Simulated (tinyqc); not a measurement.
Across the tunnelling window: band-to-band tunnelling across a p-n junction in a two-band chain.

Sites alternate A at -Eg/2 and C at +Eg/2 with hopping -t; near the edges, with k counted from the zone boundary pi/a, E^2 = (Eg/2)^2 + (t a k)^2, so t = sqrt(c Eg/m)/a gives the mass m, c = hbar^2/2m0. In the gap cosh(q a) = 1 + (Eg^2/4 - e^2)/(2 t^2), e the energy from the local mid-gap. The potential is V0 = Eg + ov on the p side (left), 0 on the n side, and falls linearly over the 2N sites of the junction, V_j = V0 (1 - j/(2N + 1)), j = 1 to 2N, site 1 being A. E = Eg/2 + x ov. A half chain that ends on a site of level e1 with neighbour e2 has g = (1 + z)/(E - e1), z = exp(-/+ i k a) the root with Im g < 0, cos(k a) = (E - e1)(E - e2)/(2 t^2) - 1. S_L = t^2 g (ending on C, shifted by V0), S_R = t^2 g (starting on A). T = 4 Im(S_L) Im(S_R) |G_(1,2N)|^2.

Constants: hbar^2/2m0 = 3.80998211 eV angstrom^2; e^2/h = 3.874045865e-05 S.

Inputs chosen for the exercise (gap and mass near those of Ge (direct gap); shifted at random, so the results belong to these values and not to a real crystal): Eg = 0.799 eV (gap); m = 0.0423 m0 (mass of electron and light hole); a = 6 angstrom (period (two sites)); ov = 0.34 eV (overlap: top of the valence band on the p side above the conduction edge on the n side); Nw = 15 (periods in the junction).

N = Nw. The mean of T over the window uses 12 Gauss-Legendre points in x; the current of one channel with both spins, all states in the window full on the p side and empty on the n side, is (2e^2/h) <T> ov. WKB: exp(-2 I/F), I = pi Eg^2/(8 t a), F = V0/((2N + 1) a/2).

Against energy:
```
x     E (eV)        T  T over WKB
0.02  0.4063  0.00472       0.589
0.10  0.4335  0.00911       1.136
0.20  0.4675   0.0109       1.363
0.35  0.5185   0.0118       1.467
0.50  0.5695   0.0119       1.486
0.65  0.6205   0.0118       1.467
0.80  0.6715   0.0109       1.363
0.90  0.7055  0.00911       1.136
0.98  0.7327  0.00472       0.589
```

mean T = 0.0103
current = 0.272 microampere

What can be read from this table?

WKB gives one value for the whole window, since the path through the gap is the same. The chain is symmetric about x = 0.5, where it gives 1.49 times WKB; among these rows it is largest at x = 0.5 (1.49), and it has 0.59 at x = 0.02 on its way to zero at the ends, where the velocity in one lead vanishes. The variation comes from the reflections where the field begins and ends, whose distance from the turning points changes with x.

Computed by tinyqc, a small Python program: `OMP_NUM_THREADS=1 python tinyqc.py 1450421 1450422 out.jsonl` (the numbers bound the seed that draws the inputs); one thread of a shared host (Intel(R) Xeon(R) Processor @ 2.30GHz), about 0.01 s for the whole set of steps.
